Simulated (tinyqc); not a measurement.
Interface traps from C-V curves, high-low and Terman methods: an error in the doping read as traps.

MOS capacitor on an n-type substrate; psi is the band bending, negative in depletion; only majority carriers are counted. At the bending psi the Fermi level lies y = xi - psi below the conduction edge at the surface, xi = Vt ln(Nc/Nd). Dit(y) = D0 + D1 exp(-y/E1); traps fill up to the Fermi level, follow the bias and a slow signal, and do not follow a fast one. V is the gate voltage from flat band.

Cox = 3.9 eps0/EOT, LD = sqrt(eps0 eps_r Vt/(q Nd)), u = psi/Vt, Cd = (eps0 eps_r/(sqrt(2) LD)) |exp(u) - 1|/sqrt(exp(u) - u - 1). Ideal V0 = psi - sqrt(2) (eps0 eps_r Vt/LD) sqrt(exp(u) - u - 1)/Cox for psi < 0; the traps add dV = (q/Cox) times the integral of Dit from 0 to psi = (q/Cox) [D0 psi + D1 E1 exp(-xi/E1) (exp(psi/E1) - 1)]. 1/C_HF = 1/Cox + 1/Cd, 1/C_LF = 1/Cox + 1/(Cd + q Dit). The sample has Nd; the ideal curve is drawn with Nd (1 + e). At the true psi = -0.253 V the measured C_HF is matched to the ideal curve, which gives psi', and Dit = (Cox/q) [dV/dpsi' - 1 - Cd'(psi')/Cox], derivatives exact.

Values chosen for this exercise; band and dielectric values close to those of silicon:
```
symbol,value,unit,meaning
T,300,K,temperature
eps_r,11.7,,relative permittivity
Nc,2.75e19,cm^-3,conduction-band density of states at T
Nd,2e17,cm^-3,donor density
EOT,4.5,nm,equivalent oxide thickness
D0,2.3e11,cm^-2 eV^-1,trap density far from the band edge
D1,4e12,cm^-2 eV^-1,band-tail density at the conduction edge
E1,0.07,eV,decay energy of the tail
```

Constants: q = 1.602176634e-19 C, kB = 1.380649e-23 J/K, Vt = kB T/q, eps0 = 8.8541878128e-14 F/cm where lengths are in cm. Results are converted to the units shown.

The same in every row: true Dit (cm^-2 eV^-1) = 2.475e11.

Results:
```
e,psi' (V),apparent Dit (cm^-2 eV^-1)
-0.15,-0.2189,1.418e12
-0.05,-0.2416,5.983e11
-0.02,-0.2485,3.836e11
0,-0.2530,2.475e11
0.02,-0.2575,1.165e11
0.05,-0.2644,-7.079e10
0.1,-0.2757,-3.607e11
0.15,-0.2871,-6.258e11
```

Estimate the missing row, e = -0.1.

Computed row:
```
e,psi' (V),apparent Dit (cm^-2 eV^-1)
-0.1,-0.2303,9.866e11
```

With this row back in the table: The apparent Dit falls from 1.42e12 to -6.26e11 cm^-2 eV^-1, against the true 2.47e11. An error of +5 % in the doping shifts it by -3.18e11 cm^-2 eV^-1, 129 % of the true value, and a negative result appears where the assumed doping is too high.

tinyqc, about 0.01 s, one thread, Intel Xeon 2.30GHz (shared host): `OMP_NUM_THREADS=1 python tinyqc.py 2030107 2030108 out.jsonl`
